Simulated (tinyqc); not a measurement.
# Worked calculation: Esaki diode in forward bias, two-band WKB

tinyqc, about 0.01 s, one thread, Intel Xeon 2.30GHz (shared host): `OMP_NUM_THREADS=1 python tinyqc.py 2620106 2620107 out.jsonl` Printed values are rounded.

Abrupt p-n junction, depletion approximation. Energies E are counted from the conduction-band edge of the neutral n side; its Fermi level lies at dn, that of the p side at dn - V, and the valence-band edge of the neutral p side at Em = dn + dp - V. Tunnelling needs 0 < E < Em. Two-band dispersion with equal masses m: inside the gap kappa = sqrt(m u (1 - u/Eg)/C), u the distance from a band edge, C = hbar^2/(2 m0).

Parameters, values chosen for the exercise; band and dielectric values those of a made-up semiconductor: temperature T = 350 K; band gap Eg = 1.09 eV; relative permittivity eps_r = 10.7; conduction-band density of states at 350 K Nc = 6.93e17 cm^-3; valence-band density of states at 350 K Nv = 1.46e19 cm^-3; band-edge mass of the two-band model m = 0.081 m0; acceptor density Na = 5.9e19 cm^-3; donor density Nd = 9.8e18 cm^-3; bias of the p side V = 0.17 V; points of the energy grid nE = 13.

Constants: q = 1.602176634e-19 C, kB = 1.380649e-23 J/K, hbar = 1.054571817e-34 J s, h = 6.62607015e-34 J s, m0 = 9.1093837015e-31 kg, Vt = kB T/q, eps0 = 8.8541878128e-14 F/cm where lengths are in cm, hbar^2/(2 m0) = 0.0380998212 eV nm^2. Results are converted to the units shown.

Range of the model: Parabolic densities of states, no band tails and no gap narrowing, all of which matter at such doping.

## Fermi levels and built-in voltage

Nd = Nc F12(dn/Vt), Na = Nv F12(dp/Vt), F12(x) = (2/sqrt(pi)) int_0^infinity sqrt(u)/(1 + exp(u - x)) du; dn = EF - Ec on the n side, dp = Ev - EF on the p side (negative outside the bands); Vbi = Eg + dn + dp.

dn = 0.209601 eV
dp = 0.0830365 eV
Vbi = 1.38264 V

Boltzmann statistics would give dn = 0.0799 eV and dp = 0.0421 eV. At zero bias the bands of the two sides overlap by dn + dp.

## Width, field and exponent

W = sqrt(2 eps0 eps_r (Vbi - V)(1/Na + 1/Nd)/q), mean field F = (Vbi - V)/W, peak field 2 F. In a uniform field F the exponent is S = pi sqrt(m/C) Eg^1.5/(4 F). Transverse energy Et = C kt^2/m raises it to S (1 + 4 Et/Eg), so T = exp(-S) exp(-Et/Eb) with Eb = Eg/(4 S). KJ = (2 q^2/h) m/(4 pi C) (times 1e14 for A/cm^2 per eV^2).

W = 13.0631 nm
mean field = 0.928291 MV/cm
S = 14.0387
exp(-S) = 7.99977e-7
Eb = 19.4107 meV
tunnelling length Eg/F = 11.7420 nm

## Current density on a coarse grid

J = KJ exp(-S) Eb times the integral from 0 to Em of [f(E - dn) - f(E - dn + V)] [1 - exp(-min(E, Em - E)/Eb)] dE, f(x) = 1/(1 + exp(x/Vt)), with S and Eb from the mean field; J > 0 flows from p to n. KJ = (2 q^2/h) m/(4 pi C) (times 1e14 for A/cm^2 per eV^2). Simpson's rule on nE equally spaced points from 0 to Em.

```
point    E (eV)  difference of the f  transverse factor
0      0.000000             0.211026           0.000000
1      0.010220             0.272708           0.409334
2      0.020440             0.344421           0.651114
3      0.030659             0.423777           0.793925
4      0.040879             0.506886           0.878279
5      0.051099             0.588975           0.928103
6      0.061319             0.665350           0.957533
7      0.071539             0.732307           0.928103
8      0.081758             0.787607           0.878279
9      0.091978             0.830412           0.793925
10     0.102198             0.860869           0.651114
11     0.112418             0.879572           0.409334
12     0.122638             0.887107           0.000000
```

integral = 0.0541389 eV
KJ = 1.31083e9 A/(cm^2 eV^2)
J = 1.10198 A/cm^2

A converged quadrature gives 1.102 A/cm^2; this grid is 0.011 % below that in size.
